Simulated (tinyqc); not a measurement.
What each parameter does: nanosheet or nanowire with hard walls, valleys of the Si type.

Six ellipsoidal valleys along the cube axes: inverse mass tensor w = 1/mt + (1/ml - 1/mt) a a^T with a the unit axis. Device axes: x along the channel, z = [001], y = z x x.

Hard walls around a W x H rectangle. The block w_c of w in (y, z) confines; the transport mass follows from 1/m_x = w_xx - w_xc w_c^-1 w_cx. The cross-section problem c (w_yy ky^2 + 2 w_yz ky kz + w_zz kz^2), c = hbar^2/2m0, is solved in products sin(n pi y/W) sin(l pi z/H), n, l = 1 to 12; if w_yz = 0 the levels are c pi^2 (w_yy n^2/W^2 + w_zz l^2/H^2). The w_yz term couples (n, l) to (n', l') by -2 c w_yz D_nn'(W) D_ll'(H) with D_nm(L) = 4 n m/(L (n^2 - m^2)) for n + m odd and 0 otherwise.

Without degeneracy the line density is N1 exp((EF - Ec)/kB T) with N1 = sum 2 g sqrt(m_x kB T/(4 pi c)) exp(-E/kB T), here over n, l up to 80 where w_yz = 0 and over all levels of a 12 x 12 sine basis otherwise; the classical value is W H Nc with Nc = 2 g_all (m_dos kB T/(4 pi c))^(3/2), m_dos = (ml mt^2)^(1/3); dVt = kB T ln(W H Nc/N1).

Constants: hbar^2/2m0 = 3.80998211 eV angstrom^2; kB = 8.617333262e-05 eV/K.

Parameters, chosen for this exercise (near those of Si; the results hold for these values, not for the real material): ml = 0.918 m0 (longitudinal mass); mt = 0.189 m0 (transverse mass); T = 300 K (temperature); g_all = 6 (number of valleys); channel = 110 (transport direction x on a (001) wafer); W = 115 angstrom (width, along y); H = 46 angstrom (height, along z = [001]).

E1 and E2 are the two lowest subband edges over all groups.

Results for these values:

| case | E1 (eV) | E2 - E1 (meV) | m_x of lowest (m0) | dVt (mV) |
|---|---|---|---|---|
| base | 0.0344 | 45.1 | 0.189 | 54.3 |

What happens to each result for mt = 0.208 m0, all else kept?

Answer: E1 falls from 0.0344 to 0.0330; E2 - E1 falls from 45.1 to 41.0; m_x of lowest rises from 0.189 to 0.208; dVt falls from 54.3 to 51.8.

The same for each parameter in turn:

| case | E1 (eV) | E2 - E1 (meV) | m_x of lowest (m0) | dVt (mV) |
|---|---|---|---|---|
| base | 0.0344 | 45.1 | 0.189 | 54.3 |
| W = 130 angstrom | 0.0311 | 35.3 | 0.189 | 52.3 |
| H = 54 angstrom | 0.0291 | 42.1 | 0.189 | 46.0 |
| T = 270 K | 0.0344 | 45.1 | 0.189 | 52.3 |
| ml = 1.01 m0 | 0.0326 | 45.1 | 0.189 | 53.4 |
| mt = 0.208 m0 | 0.0330 | 41.0 | 0.208 | 51.8 |

tinyqc: `OMP_NUM_THREADS=1 python tinyqc.py 1252592 1252593 out.jsonl`; about 0.03 s, one thread, shared Intel(R) Xeon(R) Processor @ 2.30GHz.
